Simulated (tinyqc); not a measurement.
Exchange-split free-electron bands and tunnelling magnetoresistance: sweeps and comparisons. A value that a table varies takes the place of the one given here.

Majority and minority bands E = c k^2/m -/+ Dx/2, c = hbar^2/2m0, so k_up = sqrt(m (EF + Dx/2)/c), k_dn = sqrt(m (EF - Dx/2)/c); n_s = k_s^3/(6 pi^2), D_s = m k_s/(4 pi^2 c).

Barrier: kappa = sqrt(mb phi/c), c = hbar^2/2m0. With a = k1/m, b = k2/m, w = kappa/mb, the transmission at normal incidence is T(k1, k2) = 4 a b w^2/[w^2 (a + b)^2 + (w^2 + a^2)(w^2 + b^2) sinh^2(kappa d)]. Parallel: G_P = T(up, up) + T(dn, dn); antiparallel: G_AP = 2 T(up, dn); TMR = (G_P - G_AP)/G_AP. Julliere: TMR = 2 P^2/(1 - P^2). Slonczewski factor: P_eff = P_k (w^2 - a_up a_dn)/(w^2 + a_up a_dn), P_k = (k_up - k_dn)/(k_up + k_dn).

Constants: hbar^2/2m0 = 3.80998211 eV angstrom^2.

Parameters, chosen for this exercise: EF = 3.76 eV (Fermi energy above the mean band bottom); Dx = 2.37 eV (exchange splitting); m = 0.97 m0 (mass in the electrodes); mb = 0.59 m0 (mass in the barrier); d = 13.3 angstrom (barrier thickness); phi = 0.61 eV (barrier height above EF).

## Barrier height

Results:

| phi (eV) | w (1/angstrom) | P_eff | TMR (%) | G_P |
|---|---|---|---|---|
| 0.20 | 0.298 | -0.1344 | 3.58 | 0.0237 |
| 0.40 | 0.422 | -0.1114 | 2.50 | 0.00566 |
| 0.70 | 0.558 | -0.0828 | 1.38 | 0.000922 |
| 1.0 | 0.667 | -0.0597 | 0.72 | 0.000193 |
| 1.5 | 0.817 | -0.0295 | 0.17 | 2.04e-05 |
| 2.0 | 0.943 | -0.0066 | 0.01 | 2.90e-06 |
| 3.0 | 1.155 | 0.0259 | 0.13 | 1.02e-07 |
| 4.0 | 1.334 | 0.0479 | 0.46 | 5.79e-09 |
| 6.0 | 1.634 | 0.0758 | 1.16 | 4.53e-11 |
| 10 | 2.109 | 0.1040 | 2.19 | 1.99e-14 |

P_eff vanishes where w^2 = a_up a_dn, at phi = 2.17 eV, inside the table; the lowest TMR listed is 0.01 % at 2 eV. TMR is 3.6 % at the lowest barrier and 2.2 % at the highest, against 5.4 % for Julliere with P_k; P_eff tends to +P_k for very high barriers and to -P_k for very low ones. G_P falls by 12.1 decades.

## Barrier thickness

Results:

| d (angstrom) | kappa d | G_P | G_AP | TMR (%) |
|---|---|---|---|---|
| 1 | 0.307 | 1.74 | 1.71 | 2.18 |
| 2 | 0.615 | 1.22 | 1.20 | 1.50 |
| 3 | 0.922 | 0.752 | 0.743 | 1.27 |
| 4 | 1.229 | 0.435 | 0.429 | 1.32 |
| 6 | 1.844 | 0.134 | 0.132 | 1.52 |
| 8 | 2.459 | 0.0398 | 0.0392 | 1.62 |
| 10 | 3.073 | 0.0117 | 0.0115 | 1.65 |
| 13 | 3.996 | 0.00185 | 0.00182 | 1.66 |
| 16 | 4.918 | 0.000293 | 0.000288 | 1.66 |
| 20 | 6.147 | 2.51e-05 | 2.46e-05 | 1.66 |

For thick barriers each angstrom costs a factor exp(2 kappa) = 1.85 in both conductances, and TMR settles at 1.66 % (the interface factor, which vanishes at (kappa/mb)^2 = k_up k_dn/m^2, reduces it below the value from the polarisation of k alone); it is within 0.1 point of that from d = 8 angstrom on. At 1 angstrom it is 2.18 %, where the barrier is thin and the mismatch of k_up and k_dn starts to rule, as it does fully for d -> 0.

## Exchange splitting

Dx takes the listed multiples of 2 EF.

Results:

| Dx/(2 EF) | k_up | k_dn | P_k | P_eff | TMR (%) |
|---|---|---|---|---|---|
| 0.10 | 1.0262 | 0.9282 | 0.0501 | -0.0289 | 0.17 |
| 0.20 | 1.0718 | 0.8751 | 0.1010 | -0.0578 | 0.67 |
| 0.35 | 1.1368 | 0.7888 | 0.1807 | -0.1006 | 2.04 |
| 0.50 | 1.1983 | 0.6918 | 0.2679 | -0.1418 | 4.10 |
| 0.65 | 1.2568 | 0.5788 | 0.3693 | -0.1774 | 6.50 |
| 0.80 | 1.3127 | 0.4376 | 0.5000 | -0.1923 | 7.69 |
| 0.90 | 1.3486 | 0.3094 | 0.6268 | -0.1509 | 4.70 |
| 0.97 | 1.3733 | 0.1695 | 0.7803 | 0.0361 | 0.33 |

P_k rises from 0.050 to 0.780, and TMR goes from 0.17 % to 0.3 %, not steadily: its largest value is 7.69 % at 0.8 and its smallest 0.17 % at 0.1; P_eff changes sign along the table. At Dx = 2 EF the minority band is empty (a half metal) and G_AP vanishes.

## What moves the magnetoresistance

All results formed anew. Each row changes one parameter from the base and keeps the others.

Results:

| case | P_k | P_eff | TMR (%) | G_P |
|---|---|---|---|---|
| base | 0.1617 | -0.0907 | 1.66 | 0.00154 |
| Dx = 2.489 eV | 0.1703 | -0.0952 | 1.83 | 0.00154 |
| EF = 4.136 eV | 0.1463 | -0.0872 | 1.53 | 0.00145 |
| phi = 0.793 eV | 0.1617 | -0.0752 | 1.14 | 0.000556 |
| mb = 0.472 m0 | 0.1617 | -0.0776 | 1.21 | 0.00407 |
| d = 15.3 angstrom | 0.1617 | -0.0907 | 1.66 | 0.000450 |
| m = 1.164 m0 | 0.1617 | -0.0801 | 1.29 | 0.00169 |

The largest shifts from the base row, up to three for each result and ties (the steps differ in size, so this ranks the rows, not the parameters). P_k: EF -0.0154, Dx +0.0086; unchanged at the printed digits by phi, mb, d and m. P_eff: phi +0.0156, mb +0.0131, m +0.0106; unchanged at the printed digits by d. TMR (%): phi -0.52, mb -0.45, m -0.37; unchanged at the printed digits by d. G_P: mb +0.00253, d -0.00109, phi -0.000984; unchanged at the printed digits by Dx.

Program tinyqc; command `OMP_NUM_THREADS=1 python tinyqc.py 1650199 1650200 out.jsonl`; about 0.01 s on one thread of a shared Intel(R) Xeon(R) Processor @ 2.30GHz.
